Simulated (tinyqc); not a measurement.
Changing the height a: ballistic transport through the one-dimensional subbands of a rectangular nanowire or nanosheet channel. Computed by tinyqc, a small Python program. Command: `OMP_NUM_THREADS=1 python tinyqc.py 3025539 3025540 out.jsonl wire sweep`. One thread of a shared host (Intel(R) Xeon(R) Processor @ 2.30GHz), about 0.05 s of CPU time with the checks.

Hard walls, parabolic subbands, transport along x. Energies are counted from the bulk conduction band edge at the top of the barrier, which the gate pulls down by U; the source Fermi level lies at the bulk edge when U = 0.

Inputs (values chosen for the exercise, modelled on silicon):

| quantity | value | unit |
|---|---|---|
| light mass m_t | 0.18 | m_0 |
| heavy mass m_l | 0.932 | m_0 |
| width b | 3.8 | nm |
| equivalent oxide thickness t | 1.9 | nm |
| gate voltage above flat band V_G | 0.71 | V |
| drain voltage V_D | 0.05 | V |
| temperature T | 300 | K |
| mean free path for back-scattering lambda | 6.1 | nm |
| channel length L | 97 | nm |

Valleys: silicon [100] wire.

Constants: hbar^2/(2 m_0) = 3.80998212 eV angstrom^2; k_B = 8.617333262e-05 eV/K; m_0 = 9.1093837015e-31 kg; k_B = 1.380649e-23 J/K; hbar = 1.054571817e-34 J s; eps_0 = 8.8541878128e-12 F/m; e = 1.602176634e-19 C; h = 6.62607015e-34 J s.

Method:
- E_pq = (hbar^2 pi^2/2)(p^2/(m_y b^2) + q^2/(m_z a^2)); valley pairs: (m_x, m_y, m_z) = (m_t, m_t, m_l), (m_t, m_l, m_t), (m_l, m_t, m_t), each with degeneracy g = 2; the 10 lowest subbands are kept.
- F_j(eta) = (1/Gamma(j + 1)) int_0^infinity x^j/(1 + exp(x - eta)) dx, F_0 = ln(1 + exp(eta)). Integrals over x = E/(k_B T) use 160 Gauss-Legendre points in u = sqrt(x) from 0 to sqrt(max(eta, 0) + 32).
- With degeneracy g = 2, eta_i = (U - E_i)/(k_B T) and u = e V_D/(k_B T): line density n = sum_i g sqrt(2 m_x k_B T/pi)/(2 hbar) [F_-1/2(eta_i) + F_-1/2(eta_i - u)]; gate: e n = C_ox (V_G - U/e), C_ox = 3.9 eps_0 2 (a + b)/t (flat-plate estimate); I = (2 e k_B T/h) sum_i g [F_0(eta_i) - F_0(eta_i - u)].
- Linear conductance G = (2 e^2/h) sum_i g f(eta_i), g = 2, f = 1/(1 + exp(-eta_i)), with the barrier frozen at the eta_i above; current per perimeter I/(2(a + b)); with scattering, transmission lambda/(lambda + L) and low-bias resistance (1 + L/lambda)/G.

One run for each value:

| height a (nm) | current per perimeter (microampere/micrometre) | ballistic current I (microampere) | line density n (1/nm) | mean velocity I/(e n) (1e7 cm/s) | open modes sum g f |
|---|---|---|---|---|---|
| 2.5 | 560.6 | 7.06 | 0.602 | 0.7323 | 2.052 |
| 2.8 | 613.8 | 8.10 | 0.656 | 0.7711 | 2.624 |
| 3.0 | 666.7 | 9.07 | 0.696 | 0.8134 | 3.095 |
| 3.3 | 731.6 | 10.39 | 0.756 | 0.8578 | 3.645 |
| 3.7 | 774.4 | 11.62 | 0.832 | 0.8712 | 4.122 |
| 4.1 | 785.1 | 12.40 | 0.904 | 0.8568 | 4.447 |
| 4.5 | 782.4 | 12.99 | 0.971 | 0.8348 | 4.699 |
| 4.9 | 775.3 | 13.49 | 1.035 | 0.8135 | 4.916 |

Describe and explain the trends.

Over the rows, current per perimeter (microampere/micrometre) goes from 561 through a maximum among these rows, 785 at 4.10, to 775; ballistic current I (microampere) rises from 7.06 to 13.5 (exponent d ln y / d ln x 1.2 between the first rows and 0.45 between the last); line density n (1/nm) rises from 0.602 to 1.04 (exponent d ln y / d ln x between 0.75 and 0.87). V_G is held fixed; thinning the wire lifts the subbands as 1/a^2, which acts as a threshold shift.

Extremes, crossings and ranges named in words are read from the listed rows.
